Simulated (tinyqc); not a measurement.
Potential step from the flux.

Inverse problem. On one interval J = (q mu Vt/hx) [nb B(d) - na B(-d)], B(d) = d/(exp(d) - 1), d = (psi_b - psi_a)/Vt. Find psi_b - psi_a, and the step at which J would vanish.

Inputs (values chosen for the exercise):
- T = 300 K (temperature)
- mu = 993 cm^2/(V s) (electron mobility)
- na = 2.6e15 cm^-3 (density at the left node)
- nb = 7.7e13 cm^-3 (density at the right node)
- hx = 27 nm (node spacing)

Constants: q = 1.602176634e-19 C, kB = 1.380649e-23 J/K, Vt = kB T/q. Results are converted to the units shown.

J = -10419.984 A/cm^2

Solution. B(d) falls and B(-d) rises with d, so J falls steadily with the step and one value matches. J = 0 needs nb/na = exp(d), the Boltzmann ratio.

psi_b - psi_a = 0.06200 V
step for J = 0 = -0.09099 V

Computed by the program tinyqc: `OMP_NUM_THREADS=1 python tinyqc.py 2220059 2220060 out.jsonl`, one thread of a shared Intel Xeon 2.30GHz, about 0.01 s for the whole run.
